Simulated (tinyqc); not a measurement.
Length of a polyene: Hueckel, PPP and singles CI along the polyenes. Computed by the program tinyqc. 

All-trans chains of carbon centres 1.40 angstrom apart:
```
parameter,value
"beta (eV), times 1 +/- alternation",-2.300000
alternation,0.180000
W (eV),11.160000
gamma_rr (eV),11.130000
repulsion formula,MN
```

Hueckel uses the same beta without repulsion; CIS keeps all single excitations and so misses the low, doubly excited 2Ag state. W is the valence ionisation energy of a centre, MN the Mataga-Nishimoto formula, f the oscillator strength.

Gaps and excitations (eV):
```
centres,Hueckel gap,PPP orbital gap,bright singlet (CIS),f,lowest triplet (CIS)
2,5.428,10.774,8.320,0.713,2.536
4,3.860,8.766,6.067,0.939,1.920
6,3.144,7.794,5.129,1.277,1.648
8,2.743,7.238,4.606,1.587,1.506
10,2.492,6.889,4.284,1.885,1.423
12,2.321,6.654,4.070,2.178,1.370
14,2.199,6.488,3.923,2.470,1.335
```

The Hueckel gap tends to 4 x alternation x |beta| = 1.66 eV for long chains. Exchange opens the PPP orbital gap, and the attraction of electron and hole brings the bright state 2.57 eV below it at 14 centres; the triplet lies 2.59 eV lower still.
